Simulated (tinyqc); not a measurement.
Inside a calculation. Method: Pariser-Parr-Pople SCF with singles CI, for the molecule C1=CC2=CC=CC2=C1 (SMILES; centres numbered as the heavy atoms are written). One step of it, computed by the program tinyqc.

Task: Iteration 1: Fock matrix. F_rr = H_rr + P_rr gamma_rr / 2 + sum_(s != r) P_ss gamma_rs; F_rs = H_rs - P_rs gamma_rs / 2; E = tr P (H + F) / 2 + core repulsion sum_(r<s) z_r z_s gamma_rs.

P at the start, lower triangle:
```
,1C,2C,3C,4C,5C,6C,7C,8C
1C,1.173210
2C,0.649887,0.814617
3C,-0.210643,0.524345,1.197556
4C,-0.057220,0.314617,0.524345,0.814617
5C,0.173210,-0.057220,-0.210643,0.649887,1.173210
6C,-0.057220,-0.352050,-0.142321,0.147950,0.649887,0.814617
7C,-0.210643,-0.142321,0.530889,-0.142321,-0.210643,0.524345,1.197556
8C,0.649887,0.147950,-0.142321,-0.352050,-0.057220,0.314617,0.524345,0.814617
```

core matrix H (eV), lower triangle:
```
,1C,2C,3C,4C,5C,6C,7C,8C
1C,-38.834856
2C,-2.390000,-39.947975
3C,0.000000,-2.390000,-43.593486
4C,0.000000,0.000000,-2.390000,-39.947975
5C,0.000000,0.000000,0.000000,-2.390000,-38.834856
6C,0.000000,0.000000,0.000000,0.000000,-2.390000,-39.947975
7C,0.000000,0.000000,-2.390000,0.000000,0.000000,-2.390000,-43.593486
8C,-2.390000,0.000000,0.000000,0.000000,0.000000,0.000000,-2.390000,-39.947975
```

repulsion gamma_rs (eV), lower triangle:
```
,1C,2C,3C,4C,5C,6C,7C,8C
1C,10.180000
2C,5.115569,10.180000
3C,3.913595,5.116846,10.180000
4C,2.835105,3.532352,5.116846,10.180000
5C,2.516319,2.835105,3.913595,5.115569,10.180000
6C,2.835105,2.932504,3.913188,3.912412,5.115569,10.180000
7C,3.913595,3.913188,5.116229,3.913188,3.913595,5.116846,10.180000
8C,5.115569,3.912412,3.913188,2.932504,2.835105,3.532352,5.116846,10.180000
```

Centres (angstrom, eV; a flat drawing with bonds scaled to 1.40 angstrom):
```
centre,x,y,core charge z,W,gamma_rr
1C,2.154000,0.000000,1,12.590000,10.180000
2C,1.331000,1.133000,1,12.590000,10.180000
3C,0.000000,0.700000,1,12.590000,10.180000
4C,-1.331000,1.133000,1,12.590000,10.180000
5C,-2.154000,0.000000,1,12.590000,10.180000
6C,-1.331000,-1.133000,1,12.590000,10.180000
7C,0.000000,-0.700000,1,12.590000,10.180000
8C,1.331000,-1.133000,1,12.590000,10.180000
```

Give: F; pi energy.

Result:

F (eV), lower triangle:
```
,1C,2C,3C,4C,5C,6C,7C,8C
1C,-7.584
2C,-4.052,-7.206
3C,0.412,-3.731,-7.476
4C,0.081,-0.556,-3.731,-7.206
5C,-0.218,0.081,0.412,-4.052,-7.584
6C,0.081,0.516,0.278,-0.289,-4.052,-7.206
7C,0.412,0.278,-3.748,0.278,0.412,-3.731,-7.476
8C,-4.052,-0.289,0.278,0.516,0.081,-0.556,-3.731,-7.206
```

pi energy = -114.684 eV
